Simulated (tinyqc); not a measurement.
Capillary instabilities by surface diffusion: grooving and agglomeration of films, edge retraction, wire break-up and smoothing of roughness: one step, computed by the program tinyqc. Command: `OMP_NUM_THREADS=1 python tinyqc.py 3018616 3018617 out.jsonl dewet walk`. One thread of a shared host (Intel(R) Xeon(R) Processor @ 2.30GHz), about 0.01 s of CPU time with the checks.

Isotropic surface energy; shapes change by surface diffusion alone.

Task: The Mullins constant. B = D_s nu gamma_s Omega^2/(k_B T), D_s = D0 exp(-Q/(k_B T)).

Inputs (values chosen for the exercise, for a model film):
```
quantity                  value        unit
surface energy gamma_s     1.17       J/m^2
atomic volume Omega          20  angstrom^3
surface sites nu              9      1/nm^2
prefactor D0            1.9e-05       m^2/s
activation energy Q        1.87          eV
temperature T              1164           K
time t                     7100           s
```

Constants: k_B = 8.617333262e-05 eV/K; k_B = 1.380649e-23 J/K.

Give: D_s; B; length (B t)^(1/4).

Result:

D_s = 1.521e-13 m^2/s

B = 39871 nm^4/s

length (B t)^(1/4) = 129.7 nm

Lengths grow as t^(1/4): doubling one takes 16 times as long, or roughly 220 K more.
